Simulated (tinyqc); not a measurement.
Exchange-only LDA atom on a uniform radial grid, spin-unpolarised, for Be(2+), step by step. Computed by tinyqc, a small Python program that keeps every step. Settings: Z = 4, points = 128, R = 6.0, functional = Slater exchange alone, mixing = 0.4, iteration cap = 73. Command: `OMP_NUM_THREADS=1 python tinyqc.py 29762 29763 out.jsonl` (the two numbers bound the seeds that draw the settings). One thread of a shared host (Intel(R) Xeon(R) Processor @ 2.60GHz), about 0.09 s of CPU time with the checks. Later iterations appear only in the table of the cycle.

## Iteration 1

Spherical atom on a uniform radial grid r_j = j h with h = R/(N + 1), h sum u^2 = 1 and integrals as h times sums, u(0) = u(R) = 0 (atomic units):
```
parameter           value
Z                       4
points N              128
R                6.000000
h                0.046512
mixing           0.400000
electrons in 1s         2
```

Three-point differences turn -u''/2 + [l(l+1)/2r^2 - Z/r + V] u = e u into a tridiagonal matrix (diagonal 1/h^2 + potential, off-diagonal -1/2h^2). D = sum f u^2; the Hartree potential y/r solves y'' = -D/r with y(0) = 0, y(R) = N_e; v_xc comes from rho = D/(4 pi r^2); E = sum f e - int D V + int D (V_H/2 + eps_xc); V(new) = V + mixing (V_H + v_xc - V).

eigenvalues (hartree): 1s -7.93195

Every 8th grid point:
```
r           V in     u(1s)         D      V_H       v_xc
0.37209  0.00000   1.34387   3.61197  4.68880   -1.25623
0.74419  0.00000   0.61188   0.74880  2.65915   -0.46837
1.11628  0.00000   0.20895   0.08732  1.79032   -0.17463
1.48837  0.00000   0.06342   0.00805  1.34368   -0.06511
1.86047  0.00000   0.01805   0.00065  1.07500   -0.02427
2.23256  0.00000   0.00493  4.86e-05  0.89583   -0.00905
2.60465  0.00000   0.00131  3.43e-06  0.76786   -0.00337
2.97674  0.00000   0.00034  2.32e-07  0.67187   -0.00126
3.34884  0.00000   0.00009  1.52e-08  0.59722   -0.00047
3.72093  0.00000  2.21e-05  9.75e-10  0.53750   -0.00017
4.09302  0.00000  5.53e-06  6.11e-11  0.48864   -0.00007
4.46512  0.00000  1.37e-06         0  0.44792  -2.43e-05
4.83721  0.00000  3.39e-07         0  0.41346    0.00000
5.20930  0.00000  8.28e-08         0  0.38393    0.00000
5.58140  0.00000  1.94e-08         0  0.35833    0.00000
5.95349  0.00000  1.47e-09         0  0.33594    0.00000
```

total energy = -13.0131819 hartree

## Iteration 2

As before.

eigenvalues (hartree): 1s -6.52031

Every 8th grid point:
```
r           V in     u(1s)         D      V_H       v_xc
0.37209  1.37303   1.33187   3.54775  4.60569   -1.24874
0.74419  0.87631   0.65483   0.85760  2.64968   -0.49004
1.11628  0.64628   0.24594   0.12097  1.78947   -0.19467
1.48837  0.51143   0.08290   0.01375  1.34362   -0.07783
1.86047  0.42029   0.02637   0.00139  1.07499   -0.03125
2.23256  0.35471   0.00809   0.00013  0.89583   -0.01259
2.60465  0.30579   0.00242  1.17e-05  0.76786   -0.00508
2.97674  0.26825   0.00071  1.01e-06  0.67187   -0.00205
3.34884  0.23870   0.00021  8.48e-08  0.59722   -0.00083
3.72093  0.21493   0.00006  6.97e-09  0.53750   -0.00034
4.09302  0.19543  1.68e-05  5.63e-10  0.48864   -0.00014
4.46512  0.17916  4.73e-06  4.48e-11  0.44792   -0.00006
4.83721  0.16538  1.33e-06         0  0.41346  -2.25e-05
5.20930  0.15357  3.68e-07         0  0.38393    0.00000
5.58140  0.14333  9.70e-08         0  0.35833    0.00000
5.95349  0.13437  7.81e-09         0  0.33594    0.00000
```

total energy = -13.1150281 hartree

## Iteration 3

As before.

eigenvalues (hartree): 1s -5.72347

Every 8th grid point:
```
r           V in     u(1s)         D      V_H       v_xc
0.37209  2.16660   1.32241   3.49753  4.55195   -1.24282
0.74419  1.38965   0.67967   0.92391  2.64264   -0.50235
1.11628  1.02569   0.27001   0.14581  1.78873   -0.20718
1.48837  0.81317   0.09687   0.01877  1.34355   -0.08635
1.86047  0.66967   0.03292   0.00217  1.07499   -0.03624
2.23256  0.56613   0.01082   0.00023  0.89583   -0.01529
2.60465  0.48859   0.00348  2.42e-05  0.76786   -0.00647
2.97674  0.42888   0.00110  2.42e-06  0.67187   -0.00275
3.34884  0.38178   0.00034  2.36e-07  0.59722   -0.00117
3.72093  0.34382   0.00011  2.25e-08  0.53750   -0.00050
4.09302  0.31266  3.26e-05  2.12e-09  0.48864   -0.00021
4.46512  0.28664  9.92e-06  1.97e-10  0.44792   -0.00009
4.83721  0.26461  3.00e-06  1.81e-11  0.41346  -3.89e-05
5.20930  0.24571  9.01e-07         0  0.38393  -1.66e-05
5.58140  0.22933  2.54e-07         0  0.35833    0.00000
5.95349  0.21500  2.12e-08         0  0.33594    0.00000
```

total energy = -13.1501154 hartree

## Convergence

Stop when input and output potentials agree to 1e-7.

Course of the cycle (hartree):
```
iteration            E     e(1s)  largest |V(out) - V(in)|
1          -13.0131819  -7.93195                  4.89e+00
2          -13.1150281  -6.52031                  2.71e+00
3          -13.1501154  -5.72347                  1.50e+00
4          -13.1614478  -5.27231                  8.31e-01
5          -13.1649530  -5.01612                  4.59e-01
6          -13.1660089  -4.87023                  2.54e-01
7          -13.1663224  -4.78690                  1.42e-01
8          -13.1664149  -4.73917                  7.96e-02
9          -13.1664421  -4.71175                  4.51e-02
10         -13.1664502  -4.69595                  2.57e-02
11         -13.1664526  -4.68683                  1.47e-02
...                ...       ...                       ...
24         -13.1664536  -4.67418                  1.49e-05
25         -13.1664536  -4.67417                  8.84e-06
26         -13.1664536  -4.67417                  5.26e-06
27         -13.1664536  -4.67417                  3.13e-06
28         -13.1664536  -4.67417                  1.87e-06
29         -13.1664536  -4.67417                  1.11e-06
30         -13.1664536  -4.67417                  6.63e-07
31         -13.1664536  -4.67417                  3.95e-07
32         -13.1664536  -4.67417                  2.36e-07
33         -13.1664536  -4.67417                  1.41e-07
34         -13.1664536  -4.67417                  8.39e-08
```

Converged in 34 iterations. A uniform grid resolves the cusp poorly: for a bare nucleus this grid gives 1s at -7.93195 against -Z^2/2 = -8 hartree. Before convergence this energy mixes input and output and is not variational, so it may rise towards its limit.
